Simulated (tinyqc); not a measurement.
Floating body of a partially depleted SOI transistor: body voltage and kink: one step of the calculation.

Source at 0 V. Channel current Ic = 2 nf K Vt^2 [F(0) - F(Vd)](1 + la Vd), F(V) = ln^2(1 + exp((Vg - VT - nf V)/(2 nf Vt))), VT = VT0 - gb Vb. Saturation voltage Vs = 2 Vt sqrt(F(0)) + 3 Vt, excess Ve = (Vd - Vs + sqrt((Vd - Vs)^2 + 0.0004 V^2))/2, multiplication M1 = Ai Ve exp(-Bl/Ve). Each junction passes D(v) = J1 (exp(v/Vt) - 1) + J2 (exp(v/(2 Vt)) - 1). Bipolar current Ib = bb J1 (exp(Vb/Vt) - 1). The body settles where M1 (Ic + Ib) = D(Vb) + D(Vb - Vd) + Vb/Rb; drain current Id = (1 + M1)(Ic + Ib) - D(Vb - Vd).

Task. Drain current with floating and with grounded body. Id and VT at the converged Vb, Id at Vb = 0, their ratio, and the bipolar share Ib/(Ic + Ib).

Values chosen for this exercise; values of the order met in partially depleted silicon-on-insulator transistors:

| symbol | value | unit | meaning |
|---|---|---|---|
| T | 300 | K | temperature |
| VT0 | 0.33 | V | threshold at zero body voltage |
| gb | 0.18 |  | fall of the threshold per volt of body voltage |
| nf | 1.47 |  | slope factor |
| K | 240 | uA/(V^2 um) | gain factor per width |
| la | 0.07 | 1/V | channel-length modulation factor |
| Ai | 1.76 | 1/V | impact-ionisation prefactor |
| Bl | 6.5 | V | impact-ionisation voltage |
| J1 | 9.9e-13 | uA/um | diffusion saturation current of each junction |
| J2 | 8.5e-9 | uA/um | recombination saturation current of each junction |
| bb | 3 |  | gain of the lateral bipolar transistor on the diffusion current |
| Rb | 20000 | kohm um | resistance of a weak body tie to the source (1e9 stands for no tie, and the term is then dropped) |
| Vg | 0.86 | V | gate voltage |
| Vd | 1.8 | V | drain voltage |

Constants: q = 1.602176634e-19 C, kB = 1.380649e-23 J/K, Vt = kB T/q. Results are converted to the units shown.

converged Vb = 0.69798064 V

Find: VT; Id, floating; Id, grounded; ratio; bipolar share.

Result.

VT = 0.20436 V
Id, floating = 41.660 uA/um
Id, grounded = 26.350 uA/um
ratio = 1.5810
bipolar share = 3.8420 %

The body rises to 0.698 V and lowers the threshold by 126 mV.

Range of the model: The multiplication law is an empirical form chosen for the exercise; self-heating and capacitive coupling to the body are left out, and the linear laws are rough once Vb passes about 0.7 V or M1 about 0.1.

Computed by the program tinyqc: `OMP_NUM_THREADS=1 python tinyqc.py 2182163 2182164 out.jsonl`, one thread of a shared Intel Xeon 2.30GHz, about 0.2 s for the whole run.
